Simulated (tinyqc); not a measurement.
First phase against the interface composition: thermodynamics of metal silicides: hull, first phase, silicon consumed, nucleation and stability against SiO2. Computed by tinyqc, a small Python program. Command: `OMP_NUM_THREADS=1 python tinyqc.py 3008585 3008586 out.jsonl silphase walk`. One thread of a shared host (Intel(R) Xeon(R) Processor @ 2.30GHz), about 0.01 s of CPU time with the checks.

Entropies of formation of the solids are neglected, so heats stand for free energies. Si fractions: M2Si 0.3333, MSi 0.5000, MSi2 0.6667.

Inputs (values chosen for the exercise, for a model metal): heat of formation of M2Si = -52.8 kJ/mol atoms; heat of formation of MSi = -62.2 kJ/mol atoms; heat of formation of MSi2 = -28.5 kJ/mol atoms.

Phases: M2Si, MSi, MSi2.

Method. Effective heat of formation: at the interface the mixture has the Si fraction x_e; the limiting element scales the heat, H_eff = H x_e/x if x_e < x, H (1 - x_e)/(1 - x) otherwise. The rule names the most negative as the first phase; its restriction to congruently melting phases is left out here.

H_eff (kJ/mol atoms):
```
x_e      M2Si      MSi     MSi2  first phase
0.10  -15.840  -12.440   -4.275         M2Si
0.20  -31.680  -24.880   -8.550         M2Si
0.30  -47.520  -37.320  -12.825         M2Si
0.36  -50.688  -44.784  -15.390         M2Si
0.42  -45.936  -52.248  -17.955          MSi
0.48  -41.184  -59.712  -20.520          MSi
0.54  -36.432  -57.224  -23.085          MSi
0.60  -31.680  -49.760  -25.650          MSi
0.66  -26.928  -42.296  -28.215          MSi
0.75  -19.800  -31.100  -21.375          MSi
```

Each phase is a triangle with its apex at its own composition. In order of x_e the first phase is M2Si, then MSi. On either side of all three the ranking is that of H/x (Si-poor) or H/(1 - x) (Si-rich).
